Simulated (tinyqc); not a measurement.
What each parameter does: Landau levels of a non-parabolic (Kane) conduction band at kz = 0.

Three-level Kane model: E = (N + 1/2) 2 muB B/m(E) + s g(E) muB B, s = +/-1/2, with 1/m(E) = 1 + (Ep/3)(2/(E + Eg) + 1/(E + Eg + Dso)) and g(E) = 2 - (2 Ep/3)(1/(E + Eg) - 1/(E + Eg + Dso)); E from the band edge, solved self-consistently; remote bands are left out, and so is the confinement energy of a real sheet, which raises m and lowers |g|.

In a field B along z: l = 1/sqrt((e/hbar) B) is the magnetic length, n_B = B/(h/e) the number of states per area in one level, hbar wc = 2 muB B/m for mass m in m0; 1/angstrom^2 = 1e16/cm^2.

Each listed level takes n_B electrons. At zero temperature and without broadening EF sits in the partly filled level.

Constants: e/hbar = 1.519267448e-05 1/(T angstrom^2); h/e = 413566.7697 T angstrom^2; muB = 5.788381798e-05 eV/T.

Inputs chosen for the exercise (near those of GaSb; shifted at random, so the results belong to these values and not to a real crystal): Eg = 0.777 eV (gap); Dso = 0.765 eV (spin-orbit splitting); Ep = 26.6 eV (Kane energy); B = 11 T (magnetic field); n = 1.5 x 1e11/cm^2 (electron sheet density).

The second and third levels from below, nu = n/n_B, and EF.

One parameter was then changed.

Results before and after:
```
case     second level (meV)  third level (meV)    nu  EF (meV)
base                  21.22              50.82  0.56     15.64
changed               25.32              59.90  0.56     18.46
```

Which of these changes was made? (a) Ep = 31.9 eV; (b) n = 1.27 x 1e11/cm^2; (c) B = 13.2 T; (d) Dso = 0.918 eV; (e) Eg = 0.932 eV.

Answer: (a) Ep = 31.9 eV. Of the candidates, run in turn, only this one gives the changed row.

All candidates:
```
case                  second level (meV)  third level (meV)    nu  EF (meV)
base                               21.22              50.82  0.56     15.64
B = 13.2 T                         25.33              60.42  0.47     18.72
Eg = 0.932 eV                      17.83              44.42  0.56     13.84
Dso = 0.918 eV                     21.22              49.64  0.56     15.00
Ep = 31.9 eV                       25.32              59.90  0.56     18.46
n = 1.27 x 1e11/cm^2               21.22              50.82  0.48     15.64
```

tinyqc: `OMP_NUM_THREADS=1 python tinyqc.py 1252243 1252244 out.jsonl`; about 0.03 s, one thread, shared Intel(R) Xeon(R) Processor @ 2.30GHz.
